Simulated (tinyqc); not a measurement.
Central-cell correction: shallow acceptor in the spherical four-band model.

The ground state 1S3/2 has an L = 0 part f(r) and an L = 2 part g(r). In units of Ry* and a*, with Gaussians f_i = exp(-a_i r^2), g_i = r^2 exp(-a_i r^2), A = a_i + a_j and I(n) = Gamma((n + 1)/2)/(2 A^((n + 1)/2)): S_ff = I(2), S_gg = I(6), H_ff = (6 a_i a_j/A) I(2) - 2 I(1), H_gg = (14 a_i a_j/A) I(6) - 2 I(5), H_fg = -mu [15 I(2) - 20 a_j I(4) + 4 a_j^2 I(6)]; each function is then normalised. The split-off band is left out.

Converged values use 22 exponents 2.2^i, i = -7 to 14, for f and for g.

Values chosen for the exercise (out of a larger set: near those of a shallow acceptor in Si, where the small spin-orbit splitting and strong warping make this model rough; not measured data): rc = 1.7 angstrom (radius of the central cell); Vs = (3, 1, 0, -1, -2, -3, -4) eV (central-cell strengths).

mu = 0.47119
Ry* = 22.8838 meV
a* = 26.663 angstrom

A short-range term V exp(-r^2/rc^2) is added (negative: attracts the hole); its elements are V S (A/(A + 1/rc^2))^(3/2) for f and ^(7/2) for g, in the same units.

Results:
```
V (eV)  1S binding (meV)  2S binding (meV)  <r> (angstrom)  L = 2 weight
3.0                 26.9              7.61            35.1         0.095
1.0                 28.0              7.75            33.8         0.096
0.0                 28.7              7.84            32.9         0.097
-1.0                29.7              7.96            31.9         0.098
-2.0                30.8              8.10            30.7         0.099
-3.0                32.5              8.29            29.3         0.100
-4.0                34.7              8.53            27.4         0.102
```

From V = 0 to -4 eV the 1S binding grows by 6.0 meV (21 %) and the 2S binding by 0.69 meV, so the chemical shift sits mainly in the ground state. A repulsion of 3 eV removes 1.8 meV. The slope is 2.26 meV per eV over the last step against 0.60 on the repulsive side, since attraction pulls the state into the cell; over this range the level stays shallow.

Program tinyqc; command `OMP_NUM_THREADS=1 python tinyqc.py 1250875 1250876 out.jsonl`; about 0.03 s on one thread of a shared Intel(R) Xeon(R) Processor @ 2.30GHz.
